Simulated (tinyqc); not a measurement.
Graded p-n junction, non-linear Poisson equation by Newton steps: capacitance and field against bias.

One dimension, p side on the left, n side on the right; net doping C = (Nd - Na)/2 + ((Nd + Na)/2) tanh(x/Lg). The potential psi is counted from the intrinsic level, and the quasi-Fermi potentials are flat: 0 for holes and -V for electrons, so n = ni exp((psi + V)/Vt) and p = ni exp(-psi/Vt) (Boltzmann statistics, full ionisation, no current).

The Poisson equation d/dx(eps0 eps_r dpsi/dx) = -q (p - n + C) is solved on a mesh of more than 1000 nodes that ends in neutral material (psi_p = -Vt ln(Na/ni), psi_n = Vt ln(Nd/ni) - V). C_j = q d/dV of the integral of p over x, from the linearised equation. ni = sqrt(Nc Nv) exp(-Eg/(2 Vt)), Eg in volts. Depletion approximation: Vbi = Vt ln(Na Nd/ni^2), W = sqrt(2 eps0 eps_r (Vbi - V)(1/Na + 1/Nd)/q), xp = W Nd/(Na + Nd), xn = W Na/(Na + Nd), peak field 2 (Vbi - V)/W, capacitance eps0 eps_r/W. The last column applies it to an abrupt Na-Nd junction.

Inputs (values chosen for the exercise); band and dielectric values close to those of silicon:
- T = 300 K (temperature)
- Eg = 1.1 eV (band gap)
- eps_r = 11.6 (relative permittivity)
- Nc = 2.78e19 cm^-3 (conduction-band density of states at T)
- Nv = 2.67e19 cm^-3 (valence-band density of states at T)
- Na = 2.6e17 cm^-3 (acceptor density of the p side)
- Nd = 5.8e15 cm^-3 (donor density of the n side)
- Lg = 250 nm (grading length)

Constants: q = 1.602176634e-19 C, kB = 1.380649e-23 J/K, Vt = kB T/q, eps0 = 8.8541878128e-14 F/cm where lengths are in cm. Results are converted to the units shown.

Results:
```
V (V)	peak |E| (kV/cm)	C_j (nF/cm^2)	1/C_j^2 (cm^4/uF^2)	eps0 eps_r/C_j (nm)	abrupt depletion C (nF/cm^2)
0	19.37	20.46	2389	502.0	24.76
-0.44	27.18	16.51	3670	622.2	19.71
-0.67	30.73	15.25	4300	673.5	18.06
-0.89	33.90	14.30	4887	718.0	16.81
-1.11	36.87	13.53	5463	759.2	15.79
-1.33	39.70	12.88	6031	797.6	14.94
-1.56	42.52	12.29	6617	835.5	14.18
-1.78	45.09	11.81	7172	869.8	13.55
-2	47.58	11.38	7722	902.6	13.00
```

Estimate the missing row, V = -0.22 V.

Computed row:
```
V (V)	peak |E| (kV/cm)	C_j (nF/cm^2)	1/C_j^2 (cm^4/uF^2)	eps0 eps_r/C_j (nm)	abrupt depletion C (nF/cm^2)
-0.22	23.49	18.12	3046	566.8	21.81
```

With this row back in the table: With V going from 0 to -2 V, C_j falls from 20.5 to 11.4 nF/cm^2 and the peak field rises from 19.4 to 47.6 kV/cm. The slope of 1/C_j^2, read as N = 2/(q eps0 eps_r |slope|), gives 4.07e15 cm^-3 between the first two rows and 4.86e15 cm^-3 between the last two, against Na Nd/(Na + Nd) = 5.67e15 cm^-3; it is not a straight line, so no single doping describes it. At the end C_j goes as (Vbi - V)^(-0.45) with Vbi = 0.761 V, and it is 12 % below the abrupt depletion formula (at the first row 17 % below it).

Program tinyqc, `OMP_NUM_THREADS=1 python tinyqc.py 2000020 2000021 out.jsonl`; Intel Xeon 2.30GHz, shared host, one thread, about 0.04 s.
